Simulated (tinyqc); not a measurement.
Inside a calculation: parabolic quantum dot in a magnetic field (Fock-Darwin). Values are carried at full precision from step to step, so a last printed digit may differ when a step is redone from the rounded ones.

Two dimensions, V = m w0^2 r^2/2, one valley. hbar wc = 2 muB B/m, W = sqrt(w0^2 + wc^2/4), E(n, l, s) = (2n + |l| + 1) hbar W - l hbar wc/2 + s gs muB B, n = 0, 1, ..., l = 0, +/-1, ..., s = +/-1/2; length lam = sqrt(2c/(m hbar W)), c = hbar^2/2m0.

Constants: muB = 5.788381798e-05 eV/T; hbar^2/2m0 = 3.80998211 eV angstrom^2; e^2/(4 pi eps0) = 14.39964547 eV angstrom.

Values chosen for the exercise (near those of a gate-defined dot in GaAs; shifted at random, so the results belong to these values and not to a real crystal):
```
symbol  value   unit  meaning
m       0.0695  m0    mass
gs      -0.43         g factor
w0      2.2     meV   confinement energy hbar w0
B       0.49    T     magnetic field
Ec      2       meV   charging energy e^2/C
eps     13            dielectric constant
```

## Energy and length scales

Give hbar wc, hbar W, the two mode energies hbar W +/- hbar wc/2, the Zeeman energy |gs| muB B and lam.

hbar wc = 0.8162 meV
hbar W = 2.2375 meV

modes (meV): 2.6456  1.8294

Zeeman energy = 0.0122 meV
lam = 221.4 angstrom

The product of the modes is w0^2 = 4.84 meV^2 at any field. These two lines are all that far-infrared light sees, whatever the number of electrons (Kohn theorem).

## Orbital levels

The eight lowest (n, l) from E = (2n + |l| + 1) W - l wc/2.

Levels:
```
(n,l)   E (meV)
(0,0)     2.238
(0,1)     4.067
(0,-1)    4.883
(0,2)     5.896
(1,0)     6.713
(0,-2)    7.529
(0,3)     7.726
(1,1)     8.542
```

## Addition spectrum

Constant interaction: mu(N) = E_N + (N - 1/2) Ec with the spin-resolved levels filled in order; the addition energy is mu(N + 1) - mu(N).

Filling:
```
N   state added  E_N (meV)  mu(N) (meV)  addition energy (meV)
1        (0,0)+      2.231        3.231                  2.012
2        (0,0)-      2.244        5.244                  3.817
3        (0,1)+      4.061        9.061                  2.012
4        (0,1)-      4.073       11.073                  2.804
5       (0,-1)+      4.877       13.877                  2.012
6       (0,-1)-      4.889       15.889                  3.001
7        (0,2)+      5.890       18.890                  2.012
8        (0,2)-      5.902       20.902                  2.804
9        (1,0)+      6.706       23.706                  2.012
10       (1,0)-      6.719       25.719                  2.804
```

The largest addition energy falls at N = 2; at zero field it peaks at the closed shells 2, 6 and 12. Exchange, which the model lacks, would favour parallel spins near level crossings. Ec is an independent input that includes screening by the gates.

## Singlet and triplet of two electrons

Two electrons, first order in the Coulomb energy: the singlet (0,0)^2 has 2W + J0 and the lowest triplet (0,0)(0,1) has 3W - wc/2 + J0/2 - Ez, with J0 = sqrt(pi/2) q/(eps lam), q = e^2/(4 pi eps0), Ez = |gs| muB B.

Give J0, the triplet less the singlet, and J0/W.

J0 = 6.271 meV
E(T) - E(S) = -1.318 meV
J0/W = 2.80

The triplet is lower at this order. J0 exceeds W, so first order overstates the interaction and the result is only a guide.

## The same without perturbation theory

Exact treatment: the centre of mass separates with energy W, and the relative motion obeys [-(2c/m) Laplacian + (2c/m) r^2/(2 lam^2)^2 + q/(eps r)] psi = e_l psi for angular number l, solved in 14 Gaussians r^l exp(-a r^2), a = 1.7^i/(4 lam^2), i = -3 to 10. E(S) = W + e_0, E(T) = W + e_1 - wc/2 - Ez.

Solve for e_0 and e_1.

e_0, e_1 (meV): 6.42  7.30

first-order values W + J0 and 2W + J0/2 (meV): 8.51  7.61

E(T) - E(S), exact = 0.46 meV

First order overshoots e_0 by 2.09 meV and e_1 by only 0.31 meV, since the singlet gains more by keeping the electrons apart; it therefore favours the triplet by 1.78 meV too much. Of these two the singlet is lower, against the first-order answer.

## Checks

- e_0 at W = 2 Ry m/eps^2, where it is exactly 2W, as a ratio e_0/W: both 2.000.
- Level (0,1) from the radial equation by finite differences against the formula, meV: both 4.07.

tinyqc: `OMP_NUM_THREADS=1 python tinyqc.py 1280692 1280693 out.jsonl`; about 0.06 s, one thread, shared Intel(R) Xeon(R) Processor @ 2.30GHz.
